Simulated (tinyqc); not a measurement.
Approximations against the iterative solution: electron mobility of a polar semiconductor by Rode's iterative solution of the Boltzmann equation. Computed by tinyqc, a small Python program. Command: `OMP_NUM_THREADS=1 python tinyqc.py 3023280 3023281 out.jsonl rode walk`. One thread of a shared host (Intel(R) Xeon(R) Processor @ 2.30GHz), about 0.01 s of CPU time with the checks.

The distribution is f(E) + e F l(E) (-df/dE) cos(theta) for a weak field F, theta counted from the force; l(E) is a mean free path. Elastic processes enter by their momentum rate, polar optical phonons by out- and in-scattering terms. One valley only: where upper valleys lie close, measured mobilities are lower. The density n is prescribed, even where a narrow-gap material would have more intrinsic carriers.

Inputs (values chosen for the exercise, for a model polar semiconductor): effective mass m = 0.27 m_0; static permittivity eps_s = 17.4; high-frequency permittivity eps_inf = 11.7; density rho = 5800 kg/m^3; sound velocity v_l = 5370 m/s; acoustic deformation potential D_A = 4.2 eV; optical phonon energy hbar w = 63.8 meV; piezoelectric coupling K = 0.094; electron density n = 2.1e+15 1/cm^3; compensation ratio C = 0; temperature T = 300 K; grid points per phonon energy s = 10; iteration cap = 200.

Band: parabolic. Elastic processes: acoustic, piezoelectric, impurity.

Constants: k_B = 8.617333262e-05 eV/K; m_0 = 9.1093837015e-31 kg; e = 1.602176634e-19 C; hbar = 1.054571817e-34 J s; eps_0 = 8.8541878128e-12 F/m; k_B = 1.380649e-23 J/K; hbar = 6.582119569e-16 eV s.

Method:
- Parabolic band: E = hbar^2 k^2/(2 m), speed v = hbar k/m, states per spin, volume and energy g(E) = m k/(2 pi^2 hbar^2). Masses are multiplied by m_0 and all formulas are in SI units.
- The reduced Fermi level eta = E_F/(k_B T) solves n = 2 Z int g f dE with f = 1/(1 + exp(x - eta)) (Z = 1 unless valleys are given); screening length L_s = sqrt(eps_s eps_0 k_B T/(e^2 dn/deta)), dn/deta = 2 Z int g f (1 - f) dE.
- Integrals over x = E/(k_B T) use 160 Gauss-Legendre points in u = sqrt(x) from 0 to sqrt(max(eta, 0) + 32).
- N_I = n (1 + C)/(1 - C).
- Phonon occupation N_q = 1/(exp(hbar w/(k_B T)) - 1).
- Acoustic deformation potential (elastic, equipartition, absorption and emission together): 1/tau = 2 pi k_B T D_A^2 g(E)/(hbar rho v_l^2).
- Piezoelectric (elastic, unscreened, momentum relaxation): 1/tau = e^2 K^2 k_B T m (1 + 2 alpha E)/(2 pi eps_s eps_0 hbar^3 k), with alpha = 0 for a parabolic band.
- Singly charged impurities, momentum relaxation: 1/tau = N_I e^4 m (1 + 2 alpha E) Phi/(8 pi (eps_s eps_0)^2 hbar^3 k^3), with alpha = 0 for a parabolic band.
- Brooks-Herring: Phi = ln(1 + b) - b/(1 + b), b = 4 k^2 L_s^2.
- Polar optical, unscreened: W = e^2 w (1/eps_inf - 1/eps_s) m (1 + 2 alpha E') ln|(k + k')/(k - k')| / (4 pi eps_0 hbar^2 k), times N_q for absorption (E' = E + hbar w) and N_q + 1 for emission (E' = E - hbar w > 0), with alpha = 0 for a parabolic band; mean cosine of the angle <cos> = (k^2 + k'^2)/(2 k k') - 1/ln|(k + k')/(k - k')|.
- Energy grid E_j = (j + 1/2) hbar w/s, j = 0, 1, ..., up to (max(eta, 0) + 18) k_B T, so that E_j +/- hbar w are grid points; l = 0 beyond the grid; integrals are sums times the spacing.
- With f' = f(E'): out-scattering S_o = sum over absorption and emission of W (1 - f')/(1 - f); nu = sum of elastic rates; the in-scattering weights are c+ = W_abs <cos> (1 - f')/(1 - f) for E' = E + hbar w and c- likewise for emission.
- Iteration: l_new(E) = [v(E) + c+ l(E + hbar w) + c- l(E - hbar w)]/(nu + S_o), from l = 0.
- mu = e sum g v l f (1 - f) / (3 k_B T sum g f) over the grid; stop when mu changes by less than 1e-8 of itself.
- Self-energy RTA: l = v/(nu + S_o), the first iteration. Momentum RTA: l = v/(nu + S_o - c+ v(E + hbar w)/v - c- v(E - hbar w)/v), listed only where the denominator is positive on the whole grid. The polar-only value solves the same system with nu = 0; the elastic value takes l = v/nu.

reduced Fermi level eta = -7.42424

ionised impurity density N_I = 2.10e+15 1/cm^3

screening length L_s = 108.812 nm

mobility mu = 1303.42 cm^2/(V s)

Mobilities:
```
method                              mu (cm^2/(V s))  deviation (%)
iterative solution                           1303.4           0.00
self-energy RTA                               965.4         -25.94
momentum RTA                                 2062.7          58.25
polar phonons alone, exact                   1664.7          27.72
elastic processes alone                      7491.5         474.75
Matthiessen's rule on the last two           1362.0           4.50
```

self-energy RTA mobility = 965.37 cm^2/(V s)

polar-phonon mobility = 1664.7 cm^2/(V s)

elastic mobility = 7491.5 cm^2/(V s)

error of the self-energy RTA = -25.935 %

The self-energy RTA is 25.9 % low: it counts every polar event as a full loss of current, though forward events keep part of it. Here hbar w/k_B T = 2.47. Matthiessen's rule is 4.5 % high. The momentum RTA deviates by +58.3 %.
